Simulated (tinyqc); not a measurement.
# Fermi-level pinning at a metal contact (Cowley-Sze model): two studies

Interface states of density Ds lie behind a thin layer of thickness dl. Neglecting the depletion charge, the barrier for electrons is phi = S (pM - chi) + (1 - S) E0 with S = 1/(1 + q Ds dl/(eps0 ei)); the barrier for holes is Eg - phi.

Values chosen for this exercise; material values close to those of gallium nitride: band gap Eg = 3.45 eV; electron affinity chi = 4.14 eV; density of interface states Ds = 4.8e13 cm^-2 eV^-1; depth of their neutrality level below the conduction edge E0 = 2.28 eV; thickness of the interface layer dl = 0.37 nm; its relative permittivity ei = 1.9; metal work function pM = 4.36 eV.

Constants: q = 1.602176634e-19 C, eps0 = 8.8541878128e-14 F/cm where lengths are in cm. Results are converted to the units shown.

Each table varies one quantity; the others keep the values above.

## Barrier against work function

phi is listed beside the Schottky-Mott value pM - chi.

Result of one run:
```
pM (eV)  pM - chi (eV)  phi (eV)
3.7           -0.44000    1.2694
```

What becomes of these results when the metal work function pM is changed from 3.7 to 4.3 eV, all else the same?

Result of the changed run:
```
pM (eV)  pM - chi (eV)  phi (eV)
4.3            0.16000    1.4923
```

The whole series:
```
pM (eV)  pM - chi (eV)  phi (eV)
3.4           -0.74000    1.1579
3.7           -0.44000    1.2694
4             -0.14000    1.3808
4.3            0.16000    1.4923
4.6            0.46000    1.6038
4.9            0.76000    1.7152
5.2             1.0600    1.8267
5.5             1.3600    1.9382
5.8             1.6600    2.0496
```

phi rises with slope S = 0.372, by 0.892 eV over 2.40 eV of work function, and equals the Schottky-Mott value at pM = chi + E0 = 6.42 eV.

## Unpinning by a thin insulator

Same model as above.

An inserted insulator of thickness t and permittivity 8.5 damps the metal-induced states, Ds(t) = Ds exp(-t/0.4 nm), and adds t/8.5 to dl/ei.

Unpinning by a thin insulator:
```
t (nm)  Ds(t) (cm^-2 eV^-1)        S  phi (eV)
0                 4.8000e13  0.37155    1.5146
0.3               2.2674e13  0.51446    1.2202
0.6               1.0710e13  0.66041   0.91955
0.9               5.0592e12  0.78419   0.66457
1.2               2.3898e12  0.87316   0.48128
1.5               1.1289e12  0.92952   0.36519
1.8               5.3323e11  0.96226   0.29775
2.1               2.5188e11  0.98026   0.26066
2.4               1.1898e11  0.98983   0.24094
```

S rises from 0.372 to 0.990, and phi falls from 1.51 to 0.241 eV, towards pM - chi = 0.220 eV. The insulator also adds a tunnelling resistance, which is not counted here and sets a best thickness.

Numbers from tinyqc (`OMP_NUM_THREADS=1 python tinyqc.py 2430147 2430148 out.jsonl`; about 0.01 s on one thread of a shared Intel Xeon 2.30GHz).
